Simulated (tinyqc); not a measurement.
Implant damage, amorphisation by cascade overlap, and solid-phase epitaxial regrowth. From one set of inputs to another, one input at a time. Computed by tinyqc, a small Python program. Command: `OMP_NUM_THREADS=1 python tinyqc.py 3112753 3112754 out.jsonl sper ladder`. One thread of a shared host (Intel(R) Xeon(R) Processor @ 2.30GHz), about 0.02 s of CPU time with the checks.

Range and width of the damage are inputs. Dynamic annealing enters only through the surviving share f.

The inputs printed are set A. Set A is modelled on indium ions in germanium; the values taken over come from a set modelled on phosphorus ions in silicon. Inputs not listed in the table keep their values of set A, so the rows need not describe a real material.

Inputs (values chosen for the exercise, modelled on indium ions in germanium):

| quantity | value | unit |
|---|---|---|
| atomic density N | 44.2 | 1/nm^3 |
| ion Z1 | 49 | - |
| ion mass M1 | 114.8 | u |
| target Z2 | 32 | - |
| target mass M2 | 72.63 | u |
| ion energy E | 72 | keV |
| displacement energy E_d | 13 | eV |
| depth of the damage peak R_d | 23 | nm |
| width of the damage profile s_d | 11 | nm |
| share of defects that survive f | 0.42 | - |
| critical displaced share x_c | 0.14 | - |
| dose Q | 3.3e+15 | 1/cm^2 |
| regrowth prefactor v0 | 2.4e+16 | nm/s |
| regrowth energy E_a | 2.17 | eV |
| anneal temperature | 454 | C |
| rate relative to (100) | 1 | - |
| peak enhancement by the dopant | 10 | - |
| ramp rate | 19 | K/s |

Constants: a_0 = 0.529177210903 angstrom; e^2/(4 pi eps_0) = 14.39964548 eV angstrom; k_B = 8.617333262e-05 eV/K.

Method:
- Robinson partition: eps = E a M2/(Z1 Z2 (e^2/(4 pi eps_0)) (M1 + M2)), a = 0.8853 a_0/sqrt(Z1^(2/3) + Z2^(2/3)); k = 0.0793 Z1^(2/3) Z2^(1/2) (M1 + M2)^(3/2)/((Z1^(2/3) + Z2^(2/3))^(3/4) M1^(3/2) M2^(1/2)); damage energy T_d = E/(1 + k (eps + 0.40244 eps^(3/4) + 3.4008 eps^(1/6))); displacements nu = 0.8 T_d/(2 E_d).
- Displaced share x(z) = f nu Q exp(-(z - R_d)^2/(2 s_d^2))/(sqrt(2 pi) s_d N); the layer is amorphous where x > x_c, between R_d -/+ s_d sqrt(2 ln(x_max/x_c)), the upper edge being cut at the surface. Threshold dose Q_c = Q x_c/x_max.
- Displaced atoms per area beyond the lower edge z2: f nu Q (1/2) erfc((z2 - R_d)/(sqrt2 s_d)); they are not removed by regrowth.
- v = v0 x orientation factor x exp(-E_a/(k_B T)) x [1 + (enhancement - 1) exp(-(z - R_d)^2/(2 s_d^2))], T = anneal temperature + 273.15 K; the dopant is taken to follow the damage profile; the lower front moves from the lower edge z2 to the surface, or to the middle (z1 + z2)/2 of a buried layer with upper edge z1; time = int dz/v; the equivalent undoped distance is that time times the undoped velocity.
- On a linear ramp from 200 C regrowth ends at the T_f where int v_undoped dT/(ramp rate) equals the equivalent undoped distance.

Each row keeps all changes above it:

| input moved | from | to | lower edge (nm) | displaced atoms beyond z2 (1/cm^2) | temperature at which regrowth ends (C) |
|---|---|---|---|---|---|
| set A | - | - | 57.392 | 2.0014e+15 | 449.28 |
| critical displaced share x_c | 0.14 | 0.15 | 57.148 | 2.1575e+15 | 449.03 |
| depth of the damage peak R_d (nm) | 23 | 18 | 52.148 | 2.1575e+15 | 446.76 |
| anneal temperature (C) | 454 | 700 | 52.148 | 2.1575e+15 | 446.76 |
| regrowth energy E_a (eV) and regrowth prefactor v0 (nm/s) | 2.17, 2.4e+16 | 2.7, 4.2e+15 | 52.148 | 2.1575e+15 | 661.12 |
| share of defects that survive f | 0.42 | 0.59 | 53.332 | 2.0952e+15 | 662.91 |
| peak enhancement by the dopant | 10 | 3 | 53.332 | 2.0952e+15 | 679.10 |
| width of the damage profile s_d (nm) | 11 | 12 | 56.217 | 2.3025e+15 | 680.37 |

Where does the difference come from?

Lower edge goes from 57.4 to 56.2, a factor 0.9795 in all. The largest single move comes from depth of the damage peak R_d (a factor 0.913), and width of the damage profile s_d works against it (a factor 1.05). Displaced atoms beyond z2 goes from 2.00e15 to 2.30e15, a factor 1.15 in all. The largest single move comes from width of the damage profile s_d (a factor 1.10), and share of defects that survive f works against it (a factor 0.9711). Temperature at which regrowth ends goes from 449 to 680, a factor 1.51 in all. The largest single move comes from regrowth energy E_a with regrowth prefactor v0 (a factor 1.48). The single moves hold for this order of the switches; the total does not depend on the order.

Caution (rows regrowth energy E_a, share of defects that survive f, peak enhancement by the dopant, width of the damage profile s_d): at such temperatures random nucleation in the amorphous layer can compete with epitaxial regrowth.

Extremes, crossings and ranges named in words are read from the listed rows.
